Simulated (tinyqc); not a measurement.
Inside a calculation: inter-valley coupling by envelope functions against a chain of atomic planes. Values are carried at full precision from step to step, so a last printed digit may differ when a step is redone from the rounded ones.

Chain: E(phi) = e0 + 2 v cos(phi) + 2 u cos(2 phi), cos(phi0) = -v/(4u), e0 = 2u + v^2/(4u); plane j = 0, 1, ... has the potential V_j = dE x_j + F (j - 30) a/4 (1 MV/m = 1e-4 V/angstrom). There are 30 barrier planes a side; with y = j - 29.5, x_j = xb (f(y) + f(Nw - y)), f(y) = 1/(1 + exp(y/L)), plus any Ge added in the well. The valley splitting is the spacing of the two lowest levels. Envelope theory: F_j solves a one-valley chain with hopping -b and diagonal 2b + V_j, b = 4u sin^2(phi0), sum F_j^2 = 1; the valleys couple by Dv = sum_j F_j^2 V_j exp(-2 i phi0 j) and split by 2|Dv|.

Constants: hbar^2/2m0 = 3.80998211 eV angstrom^2.

Values chosen for the exercise (near those of the Delta valleys of silicon in a SiGe well; the results hold for these values, not for the real material):
- a = 5.431 angstrom (lattice constant; planes lie a/4 apart)
- u = 0.58 eV (second-neighbour hopping)
- v = 0.496 eV (nearest hopping)
- Nw = 40 (planes in the well)
- L = 1.25 planes (interface width)
- xb = 0.32 (Ge fraction of the barriers)
- dE = 0.64 eV (offset per unit Ge fraction)
- F = 2 MV/m (field)
- js = 55 (plane j of a Ge spike (the well starts at j = 30))
- xs = 0.07 (Ge fraction added on that plane)

## Valley phase, mass and the wavelengths that couple the valleys

phi0; b = 4u sin^2(phi0); mass m/m0 = c/(b (a/4)^2), c = hbar^2/2m0. A potential couples the valleys if its phase advances by 2 phi0 a plane, or, since only whole planes count, by 2 pi - 2 phi0: periods pi/phi0 and pi/(pi - phi0) planes.

phi0 = 1.78625 rad
b = 2.21396 eV
mass = 0.9335 m0

periods (planes): pi/phi0 1.7588, pi/(pi - phi0) 2.3179

longer period = 3.1472 angstrom

## The smooth well

Lowest doublet of the chain and the envelope result.

level (meV): chain 16.248, envelope 16.283

splitting (micro-eV): chain 0.403, envelope 0.402

planes covered, 1/sum F^4 = 29.78
largest F_j^2 = 0.04516

The levels agree within 0.04 meV. A graded interface has little Fourier weight at 2 phi0, so the splitting is a small remainder of cancelling terms; the envelope value is 1.00 times that of the chain.

## One plane of added Ge, to first order

F_j^2 of the smooth well on that plane = 0.03441

F_j is the envelope on plane j (sum F_j^2 = 1) and Dv the coupling of the two valleys, which split by 2|Dv|. A single plane has Fourier weight at all wavelengths: it adds dE xs F_j^2 to |Dv|, so the splitting is about 2 dE xs F_j^2 if this term rules, and the mean of the doublet rises by dE xs F_j^2.

splitting = 3083 micro-eV
rise of the mean level = 1.542 meV

The chain with the spike gives 2684 micro-eV and a rise of 1.342 meV; the envelope solved with the spike gives 2675. First order is +15 % off: the state draws back from the spike, which the envelope solved anew includes.

## Checks

- Splitting with a weak spike (0.02) on plane j = 43 from the envelope against the chain (micro-eV): 987 against 988.

tinyqc: `OMP_NUM_THREADS=1 python tinyqc.py 1480862 1480863 out.jsonl`; about 0.1 s, one thread, shared Intel(R) Xeon(R) Processor @ 2.30GHz.
